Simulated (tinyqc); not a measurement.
# Tunnelling through a gate dielectric, WKB transmission and Tsu-Esaki current: several studies

Electrons leave the emitter at x = 0. Energies E (motion across the layers) are in eV from the emitter Fermi level; the collector Fermi level lies at -V and offers states at every E. No charge in the dielectric and no image force: F1 = V/t1, U = phi1 - F1 x. With C = hbar^2/(2 m0), kappa = sqrt(m (U - E)/C) where U > E and 0 elsewhere; T(E) = exp(-S), S = 2 times the integral of kappa over x.

Inputs (values chosen for the exercise); dielectric values close to those of hafnium oxide: temperature T = 300 K; Fermi energy of the emitter above its band bottom Ef = 4.2 eV; emitter mass in the supply function me = 0.79 m0; barrier of layer 1 above the emitter Fermi level at zero bias phi1 = 1.54 eV; tunnelling mass of layer 1 m1 = 0.2 m0; thickness of layer 1 t1 = 4 nm; voltage across the dielectric V = 2.1 V.

Constants: q = 1.602176634e-19 C, kB = 1.380649e-23 J/K, hbar = 1.054571817e-34 J s, m0 = 9.1093837015e-31 kg, Vt = kB T/q, hbar^2/(2 m0) = 0.0380998212 eV nm^2. Results are converted to the units shown.

Each table varies one quantity; the others keep the values above.

## A Fowler-Nordheim plot

The thickness is set to t1 = 3.4 nm and V = F t1. Each layer adds (2/F) sqrt(m/C) [G(u at its left edge) - G(u at its right edge)] to S, with u = U - E (0 where negative) and G(u) = (2/3) u^1.5. J = J0 times the integral of T(E) N(E) dE, N = ln[(1 + exp(-E/Vt))/(1 + exp((-E - V)/Vt))], J0 = q^2 me m0 kB T/(2 pi^2 hbar^3) (times 1e-4 for A/cm^2 per eV), from E = -Ef to far above the barrier (T = 1 there), by quadrature converged to the digits shown. The closed formula is J = A F^2 exp(-B/F), A = q^2 me/(16 pi^2 hbar m1 phi1) (A/V^2 with phi1 in volts), B = (4/3) sqrt(m1/C) phi1^1.5 (V/nm), C = hbar^2/(2 m0); it assumes zero temperature, a deep Fermi sea and S linear in E.

A Fowler-Nordheim plot:
```
F (V/nm),J (A/cm^2),J by the formula (A/cm^2),"ln(J/F^2), F in V/cm"
0.6,8716,8463,-22.14
0.71,5.223e4,5.351e4,-20.69
0.83,2.261e5,2.401e5,-19.53
0.94,6.437e5,7.014e5,-18.74
1.06,1.616e6,1.802e6,-18.06
1.17,3.243e6,3.684e6,-17.56
1.29,6.158e6,7.124e6,-17.11
1.4,1.019e7,1.197e7,-16.77
```

The slope of ln(J/F^2) against 1/F between the end rows is -5.638 V/nm, against B = 5.838 V/nm; read as B it gives phi1 = 1.50 eV. The integrated current is 3.0 % above the formula in the first row and 15 % below it in the last. In 4 of the 8 rows the field exceeds 10 MV/cm (up to 14.0), more than most dielectrics sustain; the model ignores breakdown. In 4 of the 8 rows S is below 6, where a WKB prefactor of 1 is a rough guess.

## Current against voltage

Same model as above.

Results:
```
V (V),S at E = 0,T(E = 0),J (A/cm^2),mean E of the current (eV)
0.2,21.99,2.816e-10,0.05552,-0.2065
0.6,20.36,1.438e-9,0.3254,-0.2492
1,18.50,9.204e-9,1.757,-0.2326
1.4,16.22,9.003e-8,12.83,-0.1953
1.8,12.97,2.321e-6,218.4,-0.1336
2.6,8.982,1.257e-4,2.094e4,-0.1891
3,7.784,4.163e-4,8.914e4,-0.2214
3.4,6.868,0.001040,2.783e5,-0.2524
```

Estimate the missing row, V = 2.2 V.

Computed row:
```
V (V),S at E = 0,T(E = 0),J (A/cm^2),mean E of the current (eV)
2.2,10.61,2.455e-5,3080,-0.1558
```

With this row back in the table: J rises from 0.0555 to 2.78e5 A/cm^2, by 1.92 decades a volt between the first two rows and 1.24 between the last two. From V = 1.8 V on (among the rows) a band edge falls below the emitter Fermi level, so electrons at E = 0 no longer cross the full thickness.

## Effect of the tunnelling mass m1

Same model as above.

Result of one run:
```
m1 (m0),S at E = 0,T(E = 0),J (A/cm^2),mean E of the current (eV)
0.5,17.58,2.312e-8,1.369,-0.06818
```

What becomes of these results when the tunnelling mass of layer 1 m1 is changed from 0.5 to 0.12 m0, all else the same?

Result of the changed run:
```
m1 (m0),S at E = 0,T(E = 0),J (A/cm^2),mean E of the current (eV)
0.12,8.614,1.816e-4,3.288e4,-0.2056
```

The whole series:
```
m1 (m0),S at E = 0,T(E = 0),J (A/cm^2),mean E of the current (eV)
0.12,8.614,1.816e-4,3.288e4,-0.2056
0.15,9.630,6.570e-5,9761,-0.1783
0.2,11.12,1.481e-5,1722,-0.1477
0.25,12.43,3.986e-6,386.5,-0.1266
0.31,13.84,9.713e-7,79.75,-0.1076
0.4,15.73,1.480e-7,10.12,-0.08629
0.5,17.58,2.312e-8,1.369,-0.06818
0.63,19.74,2.683e-9,0.1399,-0.04936
```

J falls from 32900 to 0.140 A/cm^2. S goes as m1^(0.50): kappa is proportional to the square root of the mass.

Computed by the program tinyqc: `OMP_NUM_THREADS=1 python tinyqc.py 2540038 2540039 out.jsonl`, one thread of a shared Intel Xeon 2.30GHz, about 0.04 s for the whole run.
